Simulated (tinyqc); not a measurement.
Carrier lifetime of a p-type layer with SRH, radiative, Auger and surface recombination: one step of the calculation.

Uniform excess density dn = dp (no trapping), n = n0 + dn, p = p0 + dn, Boltzmann statistics, full ionisation. Surfaces enter as a rate 2 S dn/d, which holds while diffusion to them is fast.

Problem. New dn. With e = n p - ni^2 = dn (n0 + p0 + dn): U_SRH = e/(tp0 (n + n1) + tn0 (p + p1)), U_rad = B e, U_Aug = (Cn n + Cp p) e, U_s = 2 S dn/d. Newton step on ln U(ln dn) = ln G, U the sum: k = d ln U/d ln dn (central difference over factors 1.0001), dn(new) = dn (G/U)^(1/k).

Values chosen for this exercise; band and dielectric values close to those of silicon: radiative coefficient B = 4.63e-15 cm^3/s; Auger coefficient (two electrons) Cn = 1.9e-31 cm^6/s; Auger coefficient (two holes) Cp = 2.5e-31 cm^6/s; surface recombination velocity (both faces) S = 0 cm/s; sample thickness d = 4 um; generation rate G = 2.4e20 cm^-3 s^-1.

dn at the start = 3e17 cm^-3
n0 = 30452.043 cm^-3
p0 = 1.7000000e15 cm^-3
n1 = 4.9064421e7 cm^-3
p1 = 1.0551123e12 cm^-3
tn0 = 0.0083542189 s
tp0 = 0.12531328 s

Wanted: U_SRH; U_rad; U_Aug; U_s; k; dn after iteration 1.

Solution.

U_SRH = 2.2563e18 cm^-3 s^-1
U_rad = 4.1906e20 cm^-3 s^-1
U_Aug = 1.1986e22 cm^-3 s^-1
U_s = 0 cm^-3 s^-1
k = 2.9571
dn after iteration 1 = 7.9011e16 cm^-3

Numbers from tinyqc (`OMP_NUM_THREADS=1 python tinyqc.py 2300062 2300063 out.jsonl`; about 0.01 s on one thread of a shared Intel Xeon 2.30GHz).
